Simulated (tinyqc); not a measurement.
Inside a calculation. Method: coherent transport through a tight-binding region between two chains. Computed by tinyqc, a small Python program that keeps every step. Settings: temperature = 4, mu = -0.07. Command: `OMP_NUM_THREADS=1 python tinyqc.py 29745 29746 out.jsonl` (the two numbers bound the seeds that draw the settings). One thread of a shared host (Intel(R) Xeon(R) Processor @ 2.60GHz), about 0.08 s of CPU time with the checks.

## Transmission at E = 0.99 eV

H of the central region (eV):
$$\begin{pmatrix}
0.000000 & -2.320000 & 0.000000 & 0.000000 & 0.000000 & -2.320000 \\
-2.320000 & 0.990000 & -2.320000 & 0.000000 & 0.000000 & 0.000000 \\
0.000000 & -2.320000 & 0.990000 & -2.320000 & 0.000000 & 0.000000 \\
0.000000 & 0.000000 & -2.320000 & 0.990000 & -2.320000 & 0.000000 \\
0.000000 & 0.000000 & 0.000000 & -2.320000 & 0.990000 & -2.320000 \\
-2.320000 & 0.000000 & 0.000000 & 0.000000 & -2.320000 & 0.000000
\end{pmatrix}$$

Leads: semi-infinite chains with site energy 0:
```
parameter                           value
lead hopping t (eV)              2.520000
coupling to the left lead (eV)   0.690000
coupling to the right lead (eV)  0.530000
left contact site                       1
right contact site                      2
```

E = 0.990000 eV

Surface Green function g = (E - i sqrt(4 t^2 - E^2)) / (2 t^2); self-energy tc^2 g on each contact site; G = (E - H - Sigma)^(-1); Gamma = -2 Im Sigma; T = Gamma_L Gamma_R |G_LR|^2; local density of states -Im G_ii / pi.

g = 0.077948-0.389094i 1/eV

G (1/eV):
$$\begin{pmatrix}
-0.046851-0.005943i & 0.224902+0.003091i & 0.049120-0.004624i & -0.224902-0.003091i & -0.049120+0.004624i & 0.224902+0.003091i \\
0.224902+0.003091i & -0.046063-0.009614i & 0.205245-0.001012i & 0.046063+0.009614i & -0.205245+0.001012i & -0.046063-0.009614i \\
0.049120-0.004624i & 0.205245-0.001012i & -0.047230-0.005055i & 0.225789+0.001012i & 0.047230+0.005055i & -0.225789-0.001012i \\
-0.224902-0.003091i & 0.046063+0.009614i & 0.225789+0.001012i & -0.046063-0.009614i & 0.205245-0.001012i & 0.046063+0.009614i \\
-0.049120+0.004624i & -0.205245+0.001012i & 0.047230+0.005055i & 0.205245-0.001012i & -0.047230-0.005055i & 0.225789+0.001012i \\
0.224902+0.003091i & -0.046063-0.009614i & -0.225789-0.001012i & 0.046063+0.009614i & 0.225789+0.001012i & -0.046063-0.009614i
\end{pmatrix}$$

local density of states (1/eV): [0.001892, 0.003060, 0.001609, 0.003060, 0.001609, 0.003060]

transmission = 0.004097

## Transmission across the band

The same steps on a grid of energies.

T(E):
```
E (eV)              T
-4.78800000  0.000770
-4.30920000  0.024892
-3.83040000  0.016643
-3.35160000  0.002623
-2.87280000  0.000722
-2.39400000  0.000032
-1.91520000  0.000174
-1.43640000  0.187072
-0.95760000  0.012931
-0.47880000  0.006427
0.00000000   0.004722
0.47880000   0.004137
0.95760000   0.004084
1.43640000   0.004528
1.91520000   0.005888
2.39400000   0.010766
2.87280000   0.000138
3.35160000   0.044494
3.83040000   0.000790
4.30920000   2.28e-06
4.78800000   0.000207
```

levels of the isolated region (eV): [-4.064266, -1.763304, -1.523783, 2.774648, 3.167570, 5.369135]

## Current

I = (2e/h) int T(E) [f(E - mu - V/2) - f(E - mu + V/2)] dE at 4 K with mu = -0.07 eV, the bias not changing H; 2e^2/h = 77.48092 microsiemens; the integral runs over the band on 4001 points.

Current:
```
V (volt)  I (microampere)
0.010000         0.003773
0.050000         0.018868
0.100000         0.037746
0.200000         0.075603
0.400000         0.152169
0.800000         0.310772
```
